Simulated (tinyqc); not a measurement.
p-type polysilicon, carrier trapping at grain boundaries: one step of the calculation.

One-dimensional grains of size Lg, uniform ionised doping N, monovalent traps Qt at each boundary at a depth Et below (for electrons) or above (for holes) the band edge there, abrupt depletion of width W on each side of a boundary, Boltzmann statistics. xi is the distance from the band edge at the grain centre to the Fermi level. Trapped charge Qt/(1 + exp((xi + VB - Et)/Vt)) = 2 N W, barrier VB = q N W^2/(2 eps0 eps_r).

Question. Depletion width, Fermi level and barrier. If the trap equation with xi = Vt ln(NB/N) has a root W < Lg/2, the grain is partly depleted; otherwise W = Lg/2 and the trap equation gives xi = Et - VB + Vt ln(Qt/(N Lg) - 1). N* = Qt/Lg.

Parameters, values chosen for the exercise; values of the order met in polycrystalline silicon: temperature T = 300 K; relative permittivity eps_r = 11.7; valence-band density of states at T NB = 2.65e19 cm^-3; grain size Lg = 230 nm; trap density of a grain boundary Qt = 2.8e12 cm^-2; depth of the trap level from the majority band edge at the boundary Et = 0.41 eV; doping N = 6.9e17 cm^-3.

Constants: q = 1.602176634e-19 C, kB = 1.380649e-23 J/K, Vt = kB T/q, eps0 = 8.8541878128e-14 F/cm where lengths are in cm. Results are converted to the units shown.

Wanted: N*; W; xi; VB; share of traps filled.

Answer.

N* = 1.2174e17 cm^-3
W = 19.930 nm
xi = 0.094313 V
VB = 0.21193 V
share of traps filled = 0.98225

N is 5.67 N*, and the grain is partly depleted; VB = 8.20 Vt.

tinyqc, about 0.01 s, one thread, Intel Xeon 2.30GHz (shared host): `OMP_NUM_THREADS=1 python tinyqc.py 2830058 2830059 out.jsonl`
